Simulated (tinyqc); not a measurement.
# Changing the backscatter ratio eta

Model: electron-beam lithography: double-Gaussian proximity function, edge placement and dose correction for parallel lines. Computed by tinyqc, a small Python program. Command: `OMP_NUM_THREADS=1 python tinyqc.py 3113517 3113518 out.jsonl proximity sweep`. One thread of a shared host (Intel(R) Xeon(R) Processor @ 2.30GHz), about 0.01 s of CPU time with the checks.

Lines are infinitely long. Absorbed energy is counted so that the middle of a very large area written at dose 1 receives 1; the resist develops where it exceeds 1/2.

Inputs (values chosen for the exercise, of the order of those for 100 keV electrons in resist on silicon):

| quantity | value | unit |
|---|---|---|
| forward range alpha | 0.012 | micrometre |
| backscatter range beta | 32 | micrometre |
| base dose D0 | 690 | microcoulomb/cm^2 |
| width of the test line | 0.04 | micrometre |
| pattern density around the test line | 0.15 | - |

line widths (micrometre): 0.066  0.043  4.4  3.9

gaps between the lines (micrometre): 30  26  0.059

Method:
- The first line starts at x = 0; each next one starts after the width and the gap.
- f(r) = [exp(-r^2/alpha^2)/alpha^2 + eta exp(-r^2/beta^2)/beta^2]/(pi (1 + eta)). A line from a to b at dose d gives E(x) = d [S(alpha) + eta S(beta)]/(1 + eta), S(s) = [erf((b - x)/s) - erf((a - x)/s)]/2.
- M_ij is the mean of E at the two edges of line i from line j at dose 1.
- Uncorrected edge energies are M 1. Solve M d = 1/2 for the doses d that put the mean edge energy of every line at the threshold.
- A test line of width w << beta in surroundings of density rho, all at dose d: near its edge E(x) = d [S + eta rho]/(1 + eta), S = [erf((b - x)/alpha) - erf((a - x)/alpha)]/2 for edges a and b, the second term being the background energy. Dose to size d_s = (1 + eta)/(erf(w/alpha) + 2 eta rho), dose = d_s D0; edge slope d [1 - exp(-w^2/alpha^2)]/(sqrt(pi) alpha (1 + eta)); width change per 1 % of dose = 2 x 0.01 x (1/2)/slope.

One run for each value:

| backscatter ratio eta | largest over smallest dose | dose to size d_s | width change per 1 % of dose (nm) |
|---|---|---|---|
| 0.1 | 1.028 | 1.068 | 0.2191 |
| 0.3 | 1.083 | 1.193 | 0.2318 |
| 0.5 | 1.139 | 1.304 | 0.2446 |
| 0.7 | 1.194 | 1.405 | 0.2574 |
| 0.9 | 1.249 | 1.496 | 0.2701 |
| 1.1 | 1.305 | 1.579 | 0.2829 |
| 1.3 | 1.360 | 1.655 | 0.2956 |
| 1.5 | 1.415 | 1.724 | 0.3084 |
| 1.7 | 1.470 | 1.788 | 0.3212 |

What does the table show?

Over the rows, largest over smallest dose rises from 1.03 to 1.47 (exponent d ln y / d ln x 0.048 between the first rows and 0.31 between the last); dose to size d_s rises from 1.07 to 1.79 (exponent d ln y / d ln x 0.10 between the first rows and 0.29 between the last); width change per 1 % of dose (nm) rises from 0.219 to 0.321 (exponent d ln y / d ln x 0.052 between the first rows and 0.32 between the last).

Extremes, crossings and ranges named in words are read from the listed rows.
